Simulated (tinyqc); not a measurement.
# Electron mobility in a silicon inversion layer, empirical terms and Matthiessen rule, step by step

Numbers from tinyqc (`OMP_NUM_THREADS=1 python tinyqc.py 2510146 2510147 out.jsonl`; about 0.01 s on one thread of a shared Intel Xeon 2.30GHz). Printed values are rounded.

Inversion layer of sheet density Ns on a uniformly doped body. The mobility terms are empirical power laws with prefactors chosen for the exercise; adding their inverses (Matthiessen) is itself an approximation.

Inputs (values chosen for the exercise); material values close to those of silicon:
- T = 325 K (temperature)
- Eg = 1.14 eV (band gap)
- eps_r = 11.7 (relative permittivity of the semiconductor)
- Nc = 3.17e19 cm^-3 (conduction-band density of states at T)
- Nv = 3e19 cm^-3 (valence-band density of states at T)
- Nb = 1e17 cm^-3 (body doping)
- Vsb = 0 V (reverse body bias)
- eta = 0.5 (weight of the inversion charge in the effective field)
- Cox = 1.15 uF/cm^2 (gate capacitance)
- Ap = 393 cm^2/(V s) (phonon-limited mobility at 1 MV/cm and 300 K)
- As = 806 cm^2/(V s) (roughness-limited mobility at 1 MV/cm)
- gs = 2 (exponent of the roughness term)
- Ac = 3900 cm^2/(V s) (Coulomb prefactor)
- Nit = 3.1e11 cm^-2 (charge at the interface)
- Ns = 9e12 cm^-2 (inversion density)
- WL = 1 (ratio W/L)
- Vd = 0.05 V (drain voltage)
- I = 19 uA (measured linear current)

Constants: q = 1.602176634e-19 C, kB = 1.380649e-23 J/K, Vt = kB T/q, eps0 = 8.8541878128e-14 F/cm where lengths are in cm. Results are converted to the units shown.

## Depletion charge and effective field

ni = sqrt(Nc Nv) exp(-Eg/(2 Vt)), Eg in volts; Ndep = sqrt(2 eps0 eps_r Nb (2 Vt ln(Nb/ni) + Vsb)/q); E = q (Ndep + eta Ns)/(eps0 eps_r), in MV/cm.

ni = 4.46781e10 cm^-3
Ndep = 1.02911e12 cm^-2
E = 0.855128 MV/cm

The depletion charge gives 18.6 % of the field.

## Mobility terms and their sum

With t = T/(300 K): muC = Ac (Ns/1e12 cm^-2) t/(Nb/1e17 cm^-3 + Nit/1e11 cm^-2), muP = Ap E^(-1/3) t^(-1.75), muS = As E^(-gs); 1/mu is the sum of the inverses.

terms (cm^2/(V s)): Coulomb 9274.39, phonon 359.928, roughness 1102.23
mu = 263.615 cm^2/(V s)
shares of 1/mu (%): Coulomb 2.84240, phonon 73.2411, roughness 23.9165

The phonon term limits most.

## Iteration 1: inversion density for the measured current

Ns at the start = 6.3e12 cm^-2

I = (W/L) q Ns mu Vd. E = q (Ndep + eta Ns)/(eps0 eps_r) in MV/cm. With t = T/(300 K): muC = Ac (Ns/1e12 cm^-2) t/(Nb/1e17 cm^-3 + Nit/1e11 cm^-2), muP = Ap E^(-1/3) t^(-1.75), muS = As E^(-gs); 1/mu is the sum of the inverses. Ns(new) = I/((W/L) q mu Vd).

E = 0.646338 MV/cm
mu = 312.192 cm^2/(V s)
Ns after iteration 1 = 7.59716e12 cm^-2

## Iteration 2: inversion density for the measured current

As before.

E = 0.746647 MV/cm
mu = 287.778 cm^2/(V s)
Ns after iteration 2 = 8.24167e12 cm^-2

## Course of the iteration: inversion density for the measured current

Stop when Ns changes by less than 1e5 cm^-2, or after 120 iterations.

Course of the iteration:
```
iteration  Ns (cm^-2)  |change| (cm^-2)
1          7.59716e12           1.30e12
2          8.24167e12           6.45e11
3          8.58143e12           3.40e11
4          8.76555e12           1.84e11
5          8.86677e12           1.01e11
6          8.92285e12           5.61e10
7          8.95404e12           3.12e10
8          8.97143e12           1.74e10
9          8.98114e12            9.71e9
...               ...               ...
21         8.99343e12            9.06e6
22         8.99343e12            5.07e6
23         8.99344e12            2.83e6
24         8.99344e12            1.58e6
25         8.99344e12            8.86e5
26         8.99344e12            4.95e5
27         8.99344e12            2.77e5
28         8.99344e12            1.55e5
29         8.99344e12            8.66e4
```

Converged in 29 iterations. At the end each change is about 0.56 times the one before: linear convergence.

## Split C-V extraction

```
point  Vg (V)  Cgc (uF/cm^2)      I (uA)
0         0.2     7.43074e-4  2.76991e-7
1        0.25     0.00263155  3.47698e-6
2         0.3     0.00928072  4.33783e-5
3        0.35      0.0322581  5.29723e-4
4         0.4       0.106797  0.00602157
5        0.45       0.306365   0.0554140
6         0.5       0.647419    0.322969
7        0.55       0.943520     1.04141
8         0.6        1.08318     2.12864
9        0.65        1.13034     3.35015
10        0.7        1.14439     4.57286
11       0.75        1.14841     5.74837
12        0.8        1.14955     6.86267
```

Q(Vg) is the trapezoid sum of Cgc from the first point (where Q is taken as 0); mu_eff = I/((W/L) Q Vd); mu_FE = (dI/dVg)/((W/L) Cox Vd) with a backward difference. Listed from point 4 on.

```
point  Q (uC/cm^2)  mu_eff (cm^2/(V s))  mu_FE (cm^2/(V s))
4       0.00489702              24.5928             1.91021
5        0.0152261              72.7882             17.1800
6        0.0390707              165.325             93.0625
7        0.0788441              264.169             249.892
8         0.129512              328.719             378.168
9         0.184849              362.474             424.874
10        0.241718              378.363             425.288
11        0.299038              384.458             408.873
12        0.356487              385.017             387.584
```

At the last point mu_FE is 0.67 % above mu_eff.
